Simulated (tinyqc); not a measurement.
Composition profile: interdiffusion in a binary couple: Darken equations, Kirkendall shift and Boltzmann-Matano analysis. Computed by tinyqc, a small Python program. Command: `OMP_NUM_THREADS=1 python tinyqc.py 3018120 3018121 out.jsonl darken walk`. One thread of a shared host (Intel(R) Xeon(R) Processor @ 2.30GHz), about 0.01 s of CPU time with the checks.

x is the mole fraction of B; the molar volume is constant, and the two halves are long enough to count as infinite.

Inputs (values chosen for the exercise, for a model alloy A-B):

| quantity | value | unit |
|---|---|---|
| tracer diffusivity D*_A(0) | 6e-13 | m^2/s |
| tracer diffusivity D*_B(0) | 3.2e-12 | m^2/s |
| slope k of ln D* with x | -0.97 | - |
| regular-solution parameter W | -0.031 | eV |
| temperature T | 1450 | K |
| left composition x_L | 0.21 | - |
| right composition x_R | 0.72 | - |
| time t | 130000 | s |

Vacancy-wind correction: none.

Constants: k_B = 8.617333262e-05 eV/K.

Method:
- D*_i(x) = D*_i(0) exp(k x); thermodynamic factor Phi = 1 - 2 W x (1 - x)/(k_B T); intrinsic D_i = D*_i Phi; interdiffusion D~ = x D_A + (1 - x) D_B.
- With lambda = z/sqrt(t), the profile solves d/dlambda (D~ dx/dlambda) + (lambda/2) dx/dlambda = 0 with x = x_L and x_R far to the left and right; z = 0 is the original interface. It is solved as a boundary-value problem in y = lambda/sqrt(D~ at the mean composition) on -12 < y < 12 (collocation, tolerance 1e-8).
- The last column is the error-function profile for a constant D~ taken at the mean composition.

D~ at the mean composition = 1.4247e-12 m^2/s

Profile at time t:

| y | z (um) | x | dx/dz (1/um) | x for constant D~ |
|---|---|---|---|---|
| -3.0 | -1291.1 | 0.22694 | 4.6130e-05 | 0.21864 |
| -2.0 | -860.7 | 0.25892 | 1.0855e-04 | 0.25011 |
| -1.5 | -645.5 | 0.28696 | 1.5356e-04 | 0.28366 |
| -1.0 | -430.4 | 0.32560 | 2.0671e-04 | 0.33227 |
| -0.5 | -215.2 | 0.37626 | 2.6448e-04 | 0.39454 |
| 0.0 | 0.0 | 0.43918 | 3.1864e-04 | 0.46500 |
| 0.5 | 215.2 | 0.51194 | 3.5201e-04 | 0.53546 |
| 1.0 | 430.4 | 0.58716 | 3.3648e-04 | 0.59773 |
| 1.5 | 645.5 | 0.65167 | 2.5234e-04 | 0.64634 |
| 2.0 | 860.7 | 0.69323 | 1.3447e-04 | 0.67989 |
| 3.0 | 1291.1 | 0.71820 | 1.3398e-05 | 0.71136 |

At the original interface x = 0.4392, against the mean 0.4650. D~ is 0.310 times as large at x_R as at x_L, so the profile is flatter and reaches further on the left.
